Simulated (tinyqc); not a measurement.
From results back to parameters: Peierls distortion of a half-filled chain. Three cases, with inputs chosen for the exercise.

Problem. The gap 2D and the difference 4 u0 between long and short bonds are given; al and K are hidden. Equilibrium: 1 = (4 al^2/K) mean(sin^2 x/|E|).

Atoms move by +/- u, so bonds change by -/+ 2u and hoppings are t +/- 2 al u. Bands E = -/+ sqrt((2 t cos x)^2 + D^2 sin^2 x) with D = 4 al u, x = k a in (0, pi/2); the gap is 2D. Energy per atom at zero temperature: E(u) = -mean_x sqrt(...) + 2 K u^2; exactly, the mean is (4t/pi) E(1 - z^2), z = D/2t, E the complete elliptic integral of the second kind with parameter m. Coupling lambda = 2 al^2/(pi t K).

Find: al; mean(sin^2 x/|E|); K.

Method. gap = 8 al u0 = 2 al (4 u0) gives al; the mean follows from t and D, equal to (K(m) - E(m))/(pi t m) with m = 1 - z^2; then K = 4 al^2 mean.

Case 1.

Values chosen: t = 2.26 eV (hopping of the even chain).
gap = 0.94782 eV
4 u0 = 0.074049 angstrom

Solution.

al = 6.40 eV/angstrom
mean(sin^2 x/|E|) = 0.3748 1/eV
K = 61.4 eV/angstrom^2

Case 2.

Values chosen: t = 2.58 eV (hopping of the even chain).
gap = 1.78083 eV
4 u0 = 0.228311 angstrom

Solution.

al = 3.90 eV/angstrom
mean(sin^2 x/|E|) = 0.2696 1/eV
K = 16.4 eV/angstrom^2

Case 3.

Values chosen: t = 1.63 eV (hopping of the even chain).
gap = 1.61306 eV
4 u0 = 0.136700 angstrom

Solution.

al = 5.90 eV/angstrom
mean(sin^2 x/|E|) = 0.3620 1/eV
K = 50.4 eV/angstrom^2

Computed by tinyqc, one run a case: `OMP_NUM_THREADS=1 python tinyqc.py N N+1 out.jsonl` with N = 1680020, 1680067, 1680134; one thread of a shared Intel(R) Xeon(R) Processor @ 2.30GHz, about 0.1 s a run at most.
